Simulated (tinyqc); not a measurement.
# Ballast resistance and gain from the on-state line

Question. At high current V = BV (1 + be)^(-1/n) + I Ro. Find Ro, the intercept and be.

Inputs (values chosen for the exercise): junction breakdown voltage BV = 11.3 V; exponent of the multiplication n = 4.8.

V at I = 4 and 7.9 mA/um (V): 9.8951394  11.728139

Solution. The slope is Ro; the intercept over BV is (1 + be)^(-1/n).

Ro = 470 ohm um
intercept = 8.02 V
be = 4.20

Computed by the program tinyqc: `OMP_NUM_THREADS=1 python tinyqc.py 2670070 2670071 out.jsonl`, one thread of a shared Intel Xeon 2.30GHz, about 0.01 s for the whole run.
